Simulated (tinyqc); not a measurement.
# Floating body of a partially depleted SOI transistor: body voltage and kink, step by step

Program tinyqc, `OMP_NUM_THREADS=1 python tinyqc.py 2182034 2182035 out.jsonl`; Intel Xeon 2.30GHz, shared host, one thread, about 0.2 s. Printed values are rounded.

Source at 0 V. Channel current Ic = 2 nf K Vt^2 [F(0) - F(Vd)](1 + la Vd), F(V) = ln^2(1 + exp((Vg - VT - nf V)/(2 nf Vt))), VT = VT0 - gb Vb. Saturation voltage Vs = 2 Vt sqrt(F(0)) + 3 Vt, excess Ve = (Vd - Vs + sqrt((Vd - Vs)^2 + 0.0004 V^2))/2, multiplication M1 = Ai Ve exp(-Bl/Ve). Each junction passes D(v) = J1 (exp(v/Vt) - 1) + J2 (exp(v/(2 Vt)) - 1). Bipolar current Ib = bb J1 (exp(Vb/Vt) - 1). The body settles where M1 (Ic + Ib) = D(Vb) + D(Vb - Vd) + Vb/Rb; drain current Id = (1 + M1)(Ic + Ib) - D(Vb - Vd).

Parameters, values chosen for the exercise; values of the order met in partially depleted silicon-on-insulator transistors:

| symbol | value | unit | meaning |
|---|---|---|---|
| T | 300 | K | temperature |
| VT0 | 0.35 | V | threshold at zero body voltage |
| gb | 0.3 |  | fall of the threshold per volt of body voltage |
| nf | 1.47 |  | slope factor |
| K | 290 | uA/(V^2 um) | gain factor per width |
| la | 0.03 | 1/V | channel-length modulation factor |
| Ai | 3.96 | 1/V | impact-ionisation prefactor |
| Bl | 6.3 | V | impact-ionisation voltage |
| J1 | 7e-13 | uA/um | diffusion saturation current of each junction |
| J2 | 2.3e-8 | uA/um | recombination saturation current of each junction |
| bb | 3 |  | gain of the lateral bipolar transistor on the diffusion current |
| Rb | 1e9 | kohm um | resistance of a weak body tie to the source (1e9 stands for no tie, and the term is then dropped) |
| Vg | 0.69 | V | gate voltage |
| Vd | 2 | V | drain voltage |

Constants: q = 1.602176634e-19 C, kB = 1.380649e-23 J/K, Vt = kB T/q. Results are converted to the units shown.

Range of the model: The multiplication law is an empirical form chosen for the exercise; self-heating and capacitive coupling to the body are left out, and the linear laws are rough once Vb passes about 0.7 V or M1 about 0.1.

## Starting value

Vb = 0.82 V.

Vb at the start = 0.82 V

## Iteration 1: new Vb

Current into the body I_in = M1 (Ic + Ib) - D(Vb - Vd), current out I_out = D(Vb) + Vb/Rb; f = ln(I_in/I_out), s = df/dVb by central differences over 1e-5 V, Vb(new) = Vb - f/s.

Ic = 35.90891 uA/um
Ve = 1.523847 V
M1 = 0.09663723
I_in = 15.56936 uA/um
I_out = 41.91176 uA/um
f = -0.9902616
s = -8.998706 1/V
Vb after iteration 1 = 0.7099551 V

## Iteration 2: new Vb

As before.

Ic = 31.97925 uA/um
Ve = 1.546292 V
M1 = 0.1041253
I_in = 3.514561 uA/um
I_out = 0.6124545 uA/um
f = 1.747195
s = -35.62323 1/V
Vb after iteration 2 = 0.7590016 V

## Iteration 3: new Vb

As before.

Ic = 33.70244 uA/um
Ve = 1.536289 V
M1 = 0.1007435
I_in = 4.586825 uA/um
I_out = 3.997017 uA/um
f = 0.1376397
s = -28.26456 1/V
Vb after iteration 3 = 0.7638713 V

## Course of the iteration

Stop when the step is below 1e-10 V, or after 40 iterations.

Course of the iteration:
```
iteration  Vb before the step (V)  step (V)
1                            0.82    -0.110
2                       0.7099551    0.0490
3                       0.7590016   4.87e-3
4                       0.7638713   1.21e-4
5                       0.7639923   7.91e-8
6                       0.7639924  3.36e-14
```

Converged in 6 iterations.

## Drain current with floating and with grounded body

converged Vb = 0.7639924 V

Id and VT at the converged Vb, Id at Vb = 0, their ratio, and the bipolar share Ib/(Ic + Ib).

VT = 0.1208023 V
Id, floating = 53.06829 uA/um
Id, grounded = 14.10660 uA/um
ratio = 3.761948
bipolar share = 29.74706 %

The body rises to 0.764 V and lowers the threshold by 229 mV.
